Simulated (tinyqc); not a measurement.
Trench capacitor in an array: capacitance, non-linearity, leakage and relaxation: two steps of the calculation.

A film between two metal electrodes, each interface adding a series capacitance ci. The small-signal permittivity is ek (1 + aq E^2); the field is found with the linear permittivity. Leakage J = J0 sinh(E/Ef). After a voltage step the film passes a relaxation current kr C V tt^(-nr), tt being the time in seconds. The sidewall is a coaxial capacitor with radii a = dm/2 - t and b = dm/2, depth AR dm; the end face is left out.

Parameters, values chosen for the exercise; permittivity of the order of that of strontium titanate: relative permittivity of the film ek = 159; film thickness t = 15 nm; capacitance of each electrode interface (dead layer and screening) ci = 1000 uF/cm^2; quadratic field coefficient of the permittivity aq = -0.025 cm^2/MV^2; bias V = 1 V; leakage prefactor J0 = 4e-11 A/cm^2; field for an e-fold rise of the leakage Ef = 0.46 MV/cm; diameter of the hole dm = 58 nm; aspect ratio, depth over diameter AR = 20; pitch of the square array pt = 130 nm; resistivity of the inner electrode rho = 120 uohm cm.

Constants: eps0 = 8.8541878128e-14 F/cm where lengths are in cm. Results are converted to the units shown.

Question 1. Planar capacitance, field and non-linearity. Planar film: Cf = eps0 ek/t, 1/C = 1/Cf + 2/ci, EOT = 3.9 eps0/C, effective permittivity C t/eps0, E = (V/t) C/Cf; quadratic coefficient [C(V)/C - 1]/V^2 with Cf (1 + aq E^2) in C(V).

Find: Cf; C; EOT; effective permittivity; E; quadratic coefficient; J.

Answer 1.

Cf = 9.385 uF/cm^2
C = 9.213 uF/cm^2
EOT = 0.3748 nm
effective permittivity = 156.1
E = 0.6544 MV/cm
quadratic coefficient = -1.051e4 ppm/V^2
J = 7.813e-11 A/cm^2

The interfaces take 1.84 % of the voltage.

Question 2. Cell capacitance, fields and time constant. Per length 1/c = ln(b/a)/(2 pi eps0 ek) + (1/a + 1/b)/(2 pi ci); cell capacitance c AR dm; per footprint over pt^2; fields c V/(2 pi eps0 ek r) at r = a and b; resistance of the inner electrode rho AR dm/(pi a^2); time constant R C/3 of the distributed line.

Wanted: a; b; cell capacitance; capacitance per footprint; field at a; field at b; R; R C/3.

Answer 2.

a = 14.000 nm
b = 29.000 nm
cell capacitance = 13.807 fF
capacitance per footprint = 81.700 uF/cm^2
field at a = 0.96116 MV/cm
field at b = 0.46401 MV/cm
R = 2.2606 kohm
R C/3 = 10.404 ps

The array gives 8.87 times the planar capacitance per footprint; curvature makes the field at the inner electrode 1.47 times the planar value.

Program tinyqc, `OMP_NUM_THREADS=1 python tinyqc.py 2102055 2102056 out.jsonl`; Intel Xeon 2.30GHz, shared host, one thread, about 0.01 s.
